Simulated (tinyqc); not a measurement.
Inside a calculation. Method: tight binding, honeycomb lattice. Computed by tinyqc, a small Python program that keeps every step. Settings: t1 = 1.17, t2 = 0.34, phi = 1.57, delta = 0, points = 5. Command: `OMP_NUM_THREADS=1 python tinyqc.py 22644 22645 out.jsonl` (the two numbers bound the seeds that draw the settings). One thread of a shared host (Intel(R) Xeon(R) Processor @ 2.60GHz), about 0.01 s of CPU time with the checks.

## Bloch Hamiltonian at k

Parameters chosen for this model:
```
parameter     value                        unit
t1         1.170000                 eV, nearest
t2         0.340000       eV, second neighbours
phi        1.570000  rad, phase of t2 (Haldane)
delta             0          eV, +/- on A and B
```

k point k (fractions of the reciprocal vectors): [0.230000, 0.120000]

H_AB = -t1 (1 + exp(-i k.a1) + exp(-i k.a2)); H_AA = delta - 2 t2 sum cos(k.b + phi), H_BB = -delta - 2 t2 sum cos(k.b - phi), b = a1, a2 - a1, -a2.

H(k) at k (eV), order A, B:
```
[[-0.225182, -2.169533+1.961694i],
 [-2.169533-1.961694i, 0.223422]]
```

## Levels at k

Diagonalise the Hermitian matrix.

eigenvalues (eV): [-2.934381, 2.932622]

weights |c|^2 of the basis functions, order A, B:
```
[[0.538231, 0.461769],
 [0.461769, 0.538231]]
```

## Bloch Hamiltonian at K

k point K (fractions of the reciprocal vectors): [0.333333, 0.666667]

As before.

H(k) at K (eV), order A, B:
```
[[1.767504, 0.000000],
 [0.000000, -1.765879]]
```

## Levels at K

As before.

eigenvalues (eV): [-1.765879, 1.767504]

weights |c|^2 of the basis functions, order A, B:
```
[[0.000000, 1.000000],
 [1.000000, 0.000000]]
```

## Bands along a path

The same steps at evenly spaced points between the labelled ones.

Bands along the path (eV):
```
k             band 1    band 2
G          -3.511625  3.508375
G-K 0.33   -2.970519  2.968672
G-K 0.67   -1.925754  1.926396
K          -1.765879  1.767504
K-M 0.33   -1.663916  1.665387
K-M 0.67   -1.367841  1.369046
M          -1.169458  1.170542
M-K' 0.33  -1.367841  1.369046
M-K' 0.67  -1.663916  1.665387
K'         -1.765879  1.767504
```

With 1 band(s) filled, the highest filled level on these points lies at M and the lowest empty one at M: a gap of 2.3400 eV, direct.

## Chern number of the lower band

On a 5 x 5 mesh, the phase of the product of overlaps around each plaquette (k1 then k2); the sum over 2 pi is an integer.

plaquette phases (rad):
```
[[0.000000, -0.049931, -0.498897, 0.077080, 0.088667],
 [-0.049931, -0.277196, -0.534917, -0.225157, 0.077080],
 [-0.498897, -0.534917, -1.429150, -0.534917, -0.498897],
 [0.077080, -0.225157, -0.534917, -0.277196, -0.049931],
 [0.088667, 0.077080, -0.498897, -0.049931, 0.000000]]
```

Chern number = -1.000000
